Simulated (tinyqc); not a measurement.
From results back to parameters: defect, radiative and Auger recombination at equal electron and hole densities (ABC model). Four cases, with inputs chosen for the exercise.

Problem. The peak efficiency, the current at the peak and the differential lifetime there, tau_p = 1/(Ae + 2 B n_p + 3 C n_p^2), are given; Ae, B and C are hidden. n_p = sqrt(Ae/C), Q = B/sqrt(Ae C), IQE_max = Q/(Q + 2).

J/(e d) = Ae n + B n^2 + C n^3 with Ae = A + 4 S/w (four side walls, carriers spread evenly), e = 1.602176634e-19 C, lengths in cm; internal efficiency IQE = B n^2/(Ae n + B n^2 + C n^3); all injected carriers recombine in the layer.

Case 1.

Values chosen (out of a larger set: orders of magnitude like those quoted for Si; not measured data): d = 290000 nm (active thickness).

IQE_max = 0.0128217
J at the peak = 3.15852 A/cm^2
tau_p = 36704.6 ns

Case 2.

Values chosen (out of a larger set: orders of magnitude like those quoted for Ge; not measured data): d = 570 nm (active thickness).

IQE_max = 0.130652
J at the peak = 0.936038 A/cm^2
tau_p = 2822.56 ns

Case 3.

Values chosen (out of a larger set: orders of magnitude like those quoted for GaAs; not measured data): d = 78 nm (active thickness).

IQE_max = 0.953260
J at the peak = 149.727 A/cm^2
tau_p = 3.76933 ns

Case 4.

Values chosen (out of a larger set: orders of magnitude like those quoted for Si; not measured data): d = 110000 nm (active thickness).

IQE_max = 0.0174422
J at the peak = 0.748901 A/cm^2
tau_p = 58485.6 ns

Find: Q; Ae; n_p; B; C.

Solution. Q = 2 IQE/(1 - IQE). At the peak B n = Q Ae and C n^2 = Ae, so 1/tau_p = Ae (4 + 2Q) and J = e d Ae n_p (2 + Q); B and C follow.

Case 1.

Q = 0.0260
Ae = 6.72e+03 1/s
n_p = 4.99e+16 1/cm^3
B = 3.5e-15 cm^3/s
C = 2.7e-30 cm^6/s

Case 2.

Q = 0.301
Ae = 7.70e+04 1/s
n_p = 5.79e+17 1/cm^3
B = 4.0e-14 cm^3/s
C = 2.3e-31 cm^6/s

Case 3.

Q = 40.8
Ae = 3.10e+06 1/s
n_p = 9.03e+17 1/cm^3
B = 1.4e-10 cm^3/s
C = 3.8e-30 cm^6/s

Case 4.

Q = 0.0355
Ae = 4.20e+03 1/s
n_p = 4.97e+16 1/cm^3
B = 3.0e-15 cm^3/s
C = 1.7e-30 cm^6/s

Computed by tinyqc, one run a case: `OMP_NUM_THREADS=1 python tinyqc.py N N+1 out.jsonl` with N = 1651926, 1651974, 1652002, 1652021; one thread of a shared Intel(R) Xeon(R) Processor @ 2.30GHz, about 0.01 s a run at most.
